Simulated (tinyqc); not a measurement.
From results back to parameters: Franz-Keldysh effect at a direct gap. Two cases, with inputs chosen for the exercise.

Problem. In modulation spectra the extrema of the oscillations lie at E_n = Eg + th (3 pi (n - 1/2)/4)^(2/3) (the phase constant is taken as pi/2 here), with th = (c (e Fd)^2/mr)^(1/3), mr = me mhh/(me + mhh), c = hbar^2/2m0; 1 kV/cm = 1e-5 V/angstrom. Extrema n = 2 and n = 5 are given; Eg and the field are hidden.

Constants: hbar^2/2m0 = 3.80998211 eV angstrom^2.

Case 1.

Values chosen (out of a larger set: near those of GaAs; not measured data): me = 0.0654 m0 (electron mass); mhh = 0.519 m0 (heavy-hole mass).

E_2 = 1.53129 eV
E_5 = 1.67525 eV

Case 2.

Values chosen (out of a larger set: near those of GaAs; not measured data): me = 0.0687 m0 (electron mass); mhh = 0.48 m0 (heavy-hole mass).

E_2 = 1.53423 eV
E_5 = 1.66517 eV

Find: th; Eg; Fd.

Solution. E_n is linear in (3 pi (n - 1/2)/4)^(2/3): the slope is th and the intercept Eg; then e Fd = sqrt(th^3 mr/c).

Case 1.

th = 57.45 meV
Eg = 1.398 eV
Fd = 1.7e+02 kV/cm

Case 2.

th = 52.25 meV
Eg = 1.413 eV
Fd = 1.5e+02 kV/cm

Computed by tinyqc, one run a case: `OMP_NUM_THREADS=1 python tinyqc.py N N+1 out.jsonl` with N = 1681129, 1681189; one thread of a shared Intel(R) Xeon(R) Processor @ 2.30GHz, about 0.01 s a run at most.
